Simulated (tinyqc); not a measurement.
Double-gate transistor, scale length and short-channel effects: two steps of the calculation.

A body of thickness ts between two insulators of thickness ti and two tied gates. Below threshold the potential that source and drain add obeys Laplace's equation and vanishes on the gate. Its lowest mode decays along the channel as exp(-k y); k is the smallest positive root of the matching condition at the interface, and the scale length is Lambda = pi/k.

Inputs (values chosen for the exercise); permittivities: semiconductor made up, insulator close to that of zirconium oxide: relative permittivity of the semiconductor eps_r = 13.6; relative permittivity of the insulator ei = 24.7; insulator thickness ti = 4.2 nm; body thickness ts = 5.2 nm.

Problem 1. Scan of the matching condition. f(k) = ei cos(k ti) cos(k ts/2) - eps_r sin(k ti) sin(k ts/2).

k, point 0 to 7 (1/nm): 0.0425  0.085  0.1275  0.17  0.2125  0.255  0.2975  0.34

Give: f(k).

Solution 1.

f(k), point 0 to 7: 23.893  21.538  17.827  13.063  7.635  1.983  -3.435  -8.181

The first change of sign lies between k = 0.255 and 0.2975 1/nm.

Problem 2. Decay constant by Newton steps. f(k) = ei cos(k ti) cos(k ts/2) - eps_r sin(k ti) sin(k ts/2); f' by a central difference with +/- 1e-5 1/nm; k(new) = k - f/f'.

k at the start = 0.255 1/nm

Give: f; f'; k after iteration 1.

Solution 2.

f = 1.9829
f' = -132.01 nm
k after iteration 1 = 0.27002 1/nm

Computed by the program tinyqc: `OMP_NUM_THREADS=1 python tinyqc.py 2420054 2420055 out.jsonl`, one thread of a shared Intel Xeon 2.30GHz, about 0.01 s for the whole run.
